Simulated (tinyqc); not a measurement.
Inside a calculation. Model: implant damage, amorphisation by cascade overlap, and solid-phase epitaxial regrowth. Computed by tinyqc, a small Python program that keeps every step. Command: `OMP_NUM_THREADS=1 python tinyqc.py 3112382 3112383 out.jsonl sper walk`. One thread of a shared host (Intel(R) Xeon(R) Processor @ 2.30GHz), about 0.01 s of CPU time with the checks. Intermediate numbers are printed to about 7 digits and carried at full precision; extremes and crossings named in words are read from the listed rows.

Range and width of the damage are inputs. Dynamic annealing enters only through the surviving share f.

Inputs (values chosen for the exercise, modelled on phosphorus ions in germanium): atomic density N = 44.2 1/nm^3; ion Z1 = 15; ion mass M1 = 31 u; target Z2 = 32; target mass M2 = 72.63 u; ion energy E = 81 keV; displacement energy E_d = 14 eV; depth of the damage peak R_d = 54 nm; width of the damage profile s_d = 35 nm; share of defects that survive f = 0.64; critical displaced share x_c = 0.16; dose Q = 5.6e+14 1/cm^2; overlaps needed n = 2; area amorphised by one track A_i = 2.1 nm^2; regrowth prefactor v0 = 3e+16 nm/s; regrowth energy E_a = 2.16 eV; anneal temperature = 433 C; rate relative to (100) = 1; peak enhancement by the dopant = 3.8; ramp rate = 26 K/s.

Constants: a_0 = 0.529177210903 angstrom; e^2/(4 pi eps_0) = 14.39964548 eV angstrom; k_B = 8.617333262e-05 eV/K.

## Damage energy and displacements per ion

Robinson partition: eps = E a M2/(Z1 Z2 (e^2/(4 pi eps_0)) (M1 + M2)), a = 0.8853 a_0/sqrt(Z1^(2/3) + Z2^(2/3)); k = 0.0793 Z1^(2/3) Z2^(1/2) (M1 + M2)^(3/2)/((Z1^(2/3) + Z2^(2/3))^(3/4) M1^(3/2) M2^(1/2)); damage energy T_d = E/(1 + k (eps + 0.40244 eps^(3/4) + 3.4008 eps^(1/6))); displacements nu = 0.8 T_d/(2 E_d).

reduced energy eps = 0.9571331

k = 0.2427583

damage energy T_d = 37.73663 keV

T_d/E = 0.4658844

displacements per ion nu = 1078.190

53 % of the energy goes to electrons.

## The amorphous layer

Displaced share x(z) = f nu Q exp(-(z - R_d)^2/(2 s_d^2))/(sqrt(2 pi) s_d N); the layer is amorphous where x > x_c, between R_d -/+ s_d sqrt(2 ln(x_max/x_c)), the upper edge being cut at the surface. Threshold dose Q_c = Q x_c/x_max.

peak displaced share x_max = 0.9965128

threshold dose Q_c = 8.991355e+13 1/cm^2

upper edge = 0 nm

lower edge = 120.9423 nm

The layer reaches the surface.

## Damage left below the interface

Displaced atoms per area beyond the lower edge z2: f nu Q (1/2) erfc((z2 - R_d)/(sqrt2 s_d)); they are not removed by regrowth.

share of the damage beyond z2 = 0.02789734

displaced atoms beyond z2 = 1.078018e+16 1/cm^2

## Layer against dose

The formulas are those given above.

Dose series; the last column is f nu Q erfc((z2 - R_d)/(sqrt2 s_d))/2:
```
Q (1/cm^2)     x_max  upper edge (nm)  lower edge (nm)  displaced atoms beyond z2 (1/cm^2)
9.89e+13    0.175991         38.72294          69.2771                        2.260561e+16
1.35e+14    0.240231         22.44459          85.5554                        1.710701e+16
2.25e+14    0.400385          6.59465         101.4053                        1.363150e+16
3.60e+14    0.640615          0.00000         112.2990                        1.189608e+16
6.29e+14    1.119297          0.00000         123.0358                        1.053798e+16
1.08e+15    1.921846          0.00000         132.0409                        9.600534e+15
2.25e+15    4.003846          0.00000         142.8178                        8.663402e+15
4.50e+15    8.007692          0.00000         151.9123                        7.995986e+15
```

A dose 46 times larger moves the lower edge from 69.3 to 152 nm, as the root of a logarithm, and the damage beyond it falls by a factor 2.8, since the edge lies on an ever steeper tail. The layer reaches the surface at Q_c exp(R_d^2/(2 s_d^2)) = 2.96e14 per cm^2.

## Overlap model

Gibbons model: a point turns amorphous after n + 1 hits; with y = A_i Q the amorphous share is 1 - exp(-y) sum_(k=0..n) y^k/k!. Doses are set by y.

Amorphous share:
```
y      Q (1/cm^2)  direct impact (n = 0)       given n
0.1  4.761905e+12              0.0951626  1.546531e-04
0.3  1.428571e+13              0.2591818  3.599493e-03
0.6  2.857143e+13              0.4511884  2.311529e-02
1.0  4.761905e+13              0.6321206  8.030140e-02
2.0  9.523810e+13              0.8646647  3.233236e-01
3.0  1.428571e+14              0.9502129  5.768099e-01
5.0  2.380952e+14              0.9932621  8.753480e-01
8.0  3.809524e+14              0.9996645  9.862460e-01
```

At small y the share grows as y^3; between the first rows the exponent is 2.86.

## Isothermal regrowth

v = v0 x orientation factor x exp(-E_a/(k_B T)) x [1 + (enhancement - 1) exp(-(z - R_d)^2/(2 s_d^2))], T = anneal temperature + 273.15 K; the dopant is taken to follow the damage profile; the lower front moves from the lower edge z2 to the surface, or to the middle (z1 + z2)/2 of a buried layer with upper edge z1; time = int dz/v; the equivalent undoped distance is that time times the undoped velocity.

undoped velocity = 11.51450 nm/s

distance to regrow = 120.9423 nm

time without enhancement = 10.50347 s

equivalent undoped distance = 45.82254 nm

time with enhancement = 3.979550 s

The rate doubles for each 14 K or so near this temperature.

## Regrowth during a ramp

On a linear ramp from 200 C regrowth ends at the T_f where int v_undoped dT/(ramp rate) equals the equivalent undoped distance.

temperature at which regrowth ends = 466.5896 C

Checks made by the program: tail against quadrature of x(z) N (relative difference below 1e-10).
